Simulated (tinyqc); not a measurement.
# Long-channel MOSFET, surface-potential model: effects of single changes

n-channel transistor on a uniformly doped p-type body, gradual-channel approximation, constant mobility, Boltzmann statistics, full ionisation. Potentials are counted from the neutral body; V is the electron quasi-Fermi potential, Vsb at the source and Vsb + Vds at the drain. Charges are magnitudes per area.

Parameters, values chosen for the exercise; material values close to those of gallium arsenide: temperature T = 300 K; band gap Eg = 1.43 eV; relative permittivity of the semiconductor eps_r = 12.7; conduction-band density of states at T Nc = 4.42e17 cm^-3; valence-band density of states at T Nv = 8.94e18 cm^-3; acceptor density of the body Na = 7.2e15 cm^-3; relative permittivity of the gate insulator eox = 24.5; insulator thickness tox = 26 nm; flat-band voltage Vfb = -0.79 V; channel mobility mu = 120 cm^2/(V s); gate width W = 2 um; gate length L = 0.5 um; source-body reverse bias Vsb = 1 V; gate-source voltage Vgs = 0.54 V; drain-source voltage Vds = 0.2 V.

Constants: q = 1.602176634e-19 C, kB = 1.380649e-23 J/K, Vt = kB T/q, eps0 = 8.8541878128e-14 F/cm where lengths are in cm. Results are converted to the units shown.

Each table varies one quantity; the others keep the values above.

## Effect of the acceptor density of the body

ni = sqrt(Nc Nv) exp(-Eg/(2 Vt)), Eg in volts; phiF = Vt ln(Na/ni); Cox = eps0 eox/tox; gamma = sqrt(2 q eps0 eps_r Na)/Cox. The surface potential psi at channel potential V solves Vgs + Vsb - Vfb - psi = gamma sqrt(G), G = psi - Vt + Vt exp((psi - 2 phiF - V)/Vt). Charge sheet: Qi = Cox gamma [sqrt(G) - sqrt(psi - Vt)]; I = mu (W/L) [integral of Qi dpsi from psi_0 to psi_L (drift) + Vt (Qi0 - QiL) (diffusion)], with psi_0 at V = Vsb and psi_L at V = Vsb + Vds. VT = Vfb + 2 phiF + gamma sqrt(2 phiF + Vsb), m = 1 + gamma/(2 sqrt(2 phiF + Vsb)). The swing is 20 mV/log10[I(VT - 0.14 V)/I(VT - 0.16 V)] of the charge-sheet current at the given Vds.

Effect of the acceptor density of the body:

| Na (cm^-3) | gamma (V^0.5) | VT (V) | m | swing (mV/decade) | I at Vgs, Vds (uA) |
|---|---|---|---|---|---|
| 7.2e14 | 0.01931 | 0.2578 | 1.007 | 60.37 | 2.649 |
| 1.3e15 | 0.02594 | 0.2980 | 1.009 | 60.51 | 1.832 |
| 2.5e15 | 0.03597 | 0.3466 | 1.012 | 60.71 | 1.026 |
| 4.6e15 | 0.04880 | 0.3972 | 1.017 | 60.98 | 0.4492 |
| 8.4e15 | 0.06594 | 0.4540 | 1.022 | 61.33 | 0.1223 |
| 1.6e16 | 0.09100 | 0.5251 | 1.031 | 61.84 | 0.01447 |
| 2.9e16 | 0.1225 | 0.6036 | 1.041 | 62.48 | 0.001099 |

Read the table: what changes, and by how much?

As Na goes from 7.2e14 to 2.9e16 cm^-3, VT rises from 0.258 to 0.604 V, the swing rises from 60.4 to 62.5 mV a decade and the current falls from 2.65 to 0.00110 uA. The swing is 0.74 % above m Vt ln 10 in the first row and 0.81 % above it in the last. The gate voltage is below VT in 1 of the 7 rows. For Na = 7.2e14 to 8.4e15 cm^-3 the surface electron density at the source passes 0.3 Nc, where degeneracy and quantisation, left out here, matter.

## Effect of the insulator thickness

Same model as above.

Results:

| tox (nm) | gamma (V^0.5) | VT (V) | m | swing (mV/decade) | I at Vgs, Vds (uA) |
|---|---|---|---|---|---|
| 8.7 | 0.02043 | 0.3793 | 1.007 | 60.36 | 1.093 |
| 12 | 0.02818 | 0.3906 | 1.010 | 60.52 | 0.7722 |
| 16 | 0.03757 | 0.4043 | 1.013 | 60.73 | 0.5122 |
| 21 | 0.04931 | 0.4215 | 1.017 | 60.98 | 0.3065 |
| 39 | 0.09157 | 0.4833 | 1.031 | 61.88 | 0.04214 |
| 52 | 0.1221 | 0.5280 | 1.042 | 62.53 | 0.008796 |

Estimate the missing row, tox = 29 nm.

Computed row:

| tox (nm) | gamma (V^0.5) | VT (V) | m | swing (mV/decade) | I at Vgs, Vds (uA) |
|---|---|---|---|---|---|
| 29 | 0.06809 | 0.4490 | 1.023 | 61.38 | 0.1310 |

With this row back in the table: As tox goes from 8.7 to 52 nm, VT rises from 0.379 to 0.528 V, the swing rises from 60.4 to 62.5 mV a decade and the current falls from 1.09 to 0.00880 uA. The swing is 0.69 % above m Vt ln 10 in the first row and 0.84 % above it in the last. For tox = 8.7 to 29 nm the surface electron density at the source passes 0.3 Nc, where degeneracy and quantisation, left out here, matter.

tinyqc, about 0.03 s, one thread, Intel Xeon 2.30GHz (shared host): `OMP_NUM_THREADS=1 python tinyqc.py 2360029 2360030 out.jsonl`
